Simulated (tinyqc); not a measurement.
# Read current of a NAND string, cells in series solved by shooting: what changes with what

Cells in series, numbered from 0 at the source line (0 V) to the bit line, each followed by a gap resistance Rg. A cell with gate Vg, threshold VT, source Vs and drain Vd passes I = 2 nf K Vt^2 [F(Vs) - F(Vd)]/(1 + th max(Vg - VT, 0)), F(V) = ln^2(1 + exp((Vg - VT - nf V)/(2 nf Vt))). The selected cell has Vg = Vr, the others Vg = Vp.

Inputs (values chosen for the exercise); values of the order met in vertical NAND strings:
```
symbol  value    unit                                 meaning
T         300       K                             temperature
K          12  uA/V^2                   gain factor of a cell
nf        1.6                                    slope factor
th       0.08     1/V               mobility reduction factor
Rg        1.1    kohm     resistance of the gap between cells
Vbl       0.4       V                        bit-line voltage
Vp        7.8       V                            pass voltage
Ve       -2.1       V             threshold of an erased cell
Vh        3.4       V          threshold of the highest state
Vx        2.5       V          threshold of the selected cell
Is         10      nA                         sensing current
Vr       3.96       V  read voltage on the selected word line
```

Constants: q = 1.602176634e-19 C, kB = 1.380649e-23 J/K, Vt = kB T/q. Results are converted to the units shown.

Each table varies one quantity; the others keep the values above.

## Read current against the number of cells

For a trial current I start at 0 V and, cell by cell, solve for the drain: sqrt(F(Vd)) = sqrt(F(Vs) - I/k), k = 2 nf K Vt^2/(1 + th max(Vg - VT, 0)), Vd = [Vg - VT - 2 nf Vt ln(exp(sqrt F) - 1)]/nf, then add I Rg. The string current is the I for which the last node reaches Vbl. The apparent threshold is the Vr at which I = Is. Background: all other cells erased (VT = Ve) or all in the highest state (VT = Vh); ratio and shift are high over erased and high minus erased. The selected cell is in the middle, cell n/2.

Read current against the number of cells:
columns A: n; B: I, others erased (uA); C: I, others high (uA); D: ratio; E: apparent VT, erased (V); F: apparent VT, high (V); G: background shift (mV)
```
A         B        C       D      E      F       G
8     1.991    1.405  0.7054  2.489  2.490  0.6737
16    1.199   0.7787  0.6496  2.490  2.492   1.348
32   0.6664   0.4112  0.6171  2.492  2.495   2.698
64   0.3527   0.2115  0.5996  2.496  2.502   5.413
96   0.2398   0.1423  0.5935  2.501  2.509   8.156
128  0.1817   0.1073  0.5905  2.505  2.516   10.89
192  0.1223  0.07185  0.5874  2.513  2.530   16.39
```

What does the table show?

With erased neighbours the current falls from 1.99 to 0.122 uA, as n^(-0.73) between the first two rows and n^(-0.98) between the last two (-1 once the series resistance rules). The ratio falls from 0.705 to 0.587 and the background shift rises from 0.674 to 16.4 mV.

## Effect of the bit-line voltage

Same model as above.

The string has 64 cells and the selected one is cell 32.

Results:
columns A: Vbl (V); B: I, others erased (uA); C: I, others high (uA); D: ratio; E: apparent VT, erased (V); F: apparent VT, high (V); G: background shift (mV)
```
A          B        C       D      E      F      G
0.1  0.09125  0.05615  0.6154  2.499  2.506  6.321
0.2   0.1805   0.1101  0.6101  2.497  2.502  5.434
0.3   0.2677   0.1619  0.6048  2.496  2.502  5.413
0.5   0.4354   0.2588  0.5944  2.496  2.502  5.413
0.6   0.5156   0.3038  0.5893  2.496  2.502  5.413
0.7   0.5931   0.3465  0.5843  2.496  2.502  5.413
0.8   0.6675   0.3869  0.5796  2.496  2.502  5.413
```

Estimate the missing row, Vbl = 0.4 V.

Computed row:
columns A: Vbl (V); B: I, others erased (uA); C: I, others high (uA); D: ratio; E: apparent VT, erased (V); F: apparent VT, high (V); G: background shift (mV)
```
A         B       C       D      E      F      G
0.4  0.3527  0.2115  0.5996  2.496  2.502  5.413
```

With this row back in the table: As Vbl goes from 0.1 to 0.8 V, the current with erased neighbours rises from 0.0912 to 0.668 uA, that with high neighbours rises from 0.0562 to 0.387 uA and the ratio falls from 0.615 to 0.580. The background shift falls from 6.32 to 5.41 mV.

Numbers from tinyqc (`OMP_NUM_THREADS=1 python tinyqc.py 2142073 2142074 out.jsonl`; about 0.6 s on one thread of a shared Intel Xeon 2.30GHz).
